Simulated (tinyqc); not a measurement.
# Worked calculation: frequency dispersion of an accumulation capacitance by border traps, distributed model

Program tinyqc, `OMP_NUM_THREADS=1 python tinyqc.py 2202062 2202063 out.jsonl`; Intel Xeon 2.30GHz, shared host, one thread, about 0.4 s. Printed values are rounded.

Traps spread evenly through the insulator exchange electrons with the semiconductor by tunnelling, with tau(x) = t0 exp(2 ka x) at depth x from the interface. The admittance per area Y seen at depth x obeys dY/dx = -Y^2/(i w eps0 eox) + q Nb ln(1 + i w tau)/tau, with Y(0) = i w Cs and w = 2 pi f; the gate sees Y(tox) = G + i w C. Working variable y = Y/(i w), in uF/cm^2. Cox = eps0 eox/tox.

Parameters, values chosen for the exercise; permittivity close to that of zirconium oxide: relative permittivity of the insulator eox = 22.2; insulator thickness tox = 4.8 nm; semiconductor capacitance in accumulation Cs = 7 uF/cm^2; density of border traps Nb = 1.7e19 cm^-3 eV^-1; decay constant of the wave function in the insulator ka = 3.1 1/nm; time constant of a trap at the interface t0 = 3e-10 s; frequency f = 1000 Hz; depth down to which the steps are taken xe = 2.9 nm.

Constants: q = 1.602176634e-19 C, eps0 = 8.8541878128e-14 F/cm where lengths are in cm. Results are converted to the units shown.

## Scales and lumped estimate

Cox; trap-free value 1/(1/Cox + 1/Cs); response depth d = ln(1/(w t0))/(2 ka), where w tau = 1; lumped estimate: all traps within d act as C_bt = q Nb d placed at d/2, so C = 1/{1/[1/(1/Cs + d/(2 eps0 eox)) + C_bt] + (tox - d/2)/(eps0 eox)}.

Cox = 4.095062 uF/cm^2
trap-free C = 2.583621 uF/cm^2
d = 2.126066 nm
C_bt = 0.5790765 uF/cm^2
lumped C = 2.725586 uF/cm^2

The traps within reach amount to 0.0827 Cs and lie in the first 44.3 % of the insulator.

## Midpoint steps through the active depth

In terms of y: dy/dx = -y^2/(eps0 eox) + s(x), s = q Nb ln(1 + z)/z, z = i w tau. 9 midpoint steps of h = xe/9: y_half = y + (h/2) y'(x, y), y(new) = y + h y'(x + h/2, y_half).

x, point 0 to 9 (nm): [0, 0.3222222, 0.6444444, 0.9666667, 1.288889, 1.611111, 1.933333, 2.255556, 2.577778, 2.9]
s, point 0 to 9 (uF/(cm^2 nm)): [0.2723700-0.0000003i, 0.2723700-0.0000019i, 0.2723700-0.0000140i, 0.2723700-0.0001029i, 0.2723672-0.0007584i, 0.2722171-0.0055871i, 0.2644795-0.0394452i, 0.1402888-0.1091392i, 0.0249961-0.0463881i, 0.0035082-0.0107731i]
y, point 0 to 9 (uF/cm^2): [7.000000+0.000000i, 6.364519+0.000000i, 5.847019-0.000002i, 5.418740-0.000013i, 5.059491-0.000098i, 4.754691-0.000728i, 4.493220-0.005352i, 4.253578-0.031289i, 3.994669-0.051257i, 3.752510-0.051699i]

## Capacitance and conductance at the gate

y at xe = 3.752510-0.051699i uF/cm^2

Beyond xe the traps are ignored, so 1/y(tox) = 1/y(xe) + (tox - xe)/(eps0 eox); C = Re y, G/w = -Im y, loss tangent G/(w C).

y at the gate = 2.753790-0.027840i uF/cm^2
C = 2.753790 uF/cm^2
G/w = 0.02783963 uF/cm^2
loss tangent = 0.01010957

A fine integration over the whole insulator gives C = 2.7500 and G/w = 0.02917 uF/cm^2; the coarse G/w is 4.5 % below that. The fine C is 6.4 % above the trap-free value, and the lumped estimate is 0.89 % below the fine result.
